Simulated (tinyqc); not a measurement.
Leakage through a gate insulator: direct, Fowler-Nordheim, trap-assisted and Poole-Frenkel currents: one step, computed by the program tinyqc. Command: `OMP_NUM_THREADS=1 python tinyqc.py 3014120 3014121 out.jsonl oxideleak walk`. One thread of a shared host (Intel(R) Xeon(R) Processor @ 2.30GHz), about 0.01 s of CPU time with the checks.

Electrons enter from the cathode Fermi level at x = 0; the conduction band of the insulator lies phi_b - e F x above it, F = V/t. WKB exponents use a parabolic band with mass m.

Question. One trap at several depths. For a level a distance phi(x) below the band, the WKB exponent is 2 int kappa dx with kappa = sqrt(m phi/(hbar^2/2m_0)); for a linear barrier from phi_1 down to phi_2 = max(phi_1 - e F d, 0) it is G = (4/3) sqrt(m/(hbar^2/2m_0)) (phi_1^(3/2) - phi_2^(3/2))/(e F). A trap at depth x lies phi_t below the band. Capture: tunnel at the cathode Fermi level from 0 to x (G_in from phi_1 = phi_b), rate nu_0 exp(-G_in - E_c/k_B T) with E_c = E_a + max(phi_b - phi_t - e F x, 0), the last term being the height of the trap above the cathode Fermi level. Emission: tunnel from the trap level to the anode (G_out from phi_1 = phi_t over t - x), rate nu_0 exp(-G_out - E_a/k_B T). Re-emission to the cathode follows from detailed balance, rate_back = rate_in exp(dE/k_B T) with dE = phi_b - phi_t - e F x. Each trap passes R = rate_in rate_out/(rate_in + rate_back + rate_out) electrons per second; filling from the anode is left out. Depths: t times 0.08, 0.2, 0.32, 0.44, 0.56, 0.68, 0.8 and 0.92, rounded to 0.01 nm.

Inputs (values chosen for the exercise, with an insulator like Si3N4):
```
quantity                        value  unit
thickness t                       7.1    nm
barrier phi_b                    2.01    eV
tunnelling mass m                0.44   m_0
voltage across the insulator V    1.9     V
trap depth phi_t                    1    eV
attempt rate nu_0               2e+12   1/s
activation of capture E_a         0.1    eV
temperature T                     200     K
```

Constants: k_B = 8.617333262e-05 eV/K; hbar^2/(2 m_0) = 3.80998212 eV angstrom^2.

Give: Rates.

Answer.

Rates:
```
x (nm)   G_in  G_out  E_c (eV)  rate in (1/s)  rate back (1/s)  rate out (1/s)    R (1/s)
0.57     5.39  16.93    0.9575      6.831e-15        2.765e+07       2.677e+02  6.615e-20
1.42    13.01  16.93    0.7300      1.794e-12        1.346e+04       2.677e+02  3.498e-14
2.27    20.13  16.93    0.5025      7.887e-10        1.097e+01       2.677e+02  7.576e-10
3.12    26.68  16.93    0.2751      6.044e-07        1.559e-02       2.677e+02  6.044e-07
3.98    32.70  15.80    0.1000      3.808e-05        1.559e-06       8.334e+02  3.808e-05
4.83    37.96  12.77    0.1000      1.972e-07        1.498e-14       1.722e+04  1.972e-07
5.68    42.44   8.67    0.1000      2.231e-09        3.140e-22       1.041e+06  2.231e-09
6.53    45.97   3.72    0.1000      6.537e-11        1.706e-29       1.461e+08  6.537e-11
```

The most effective of these traps sits at 3.98 nm, 56 % of the way; where rate back exceeds rate out, re-emission drains the trap, and elsewhere the slower forward step limits R; here capture limits, and the best depth is where the trap level drops to the cathode Fermi level.
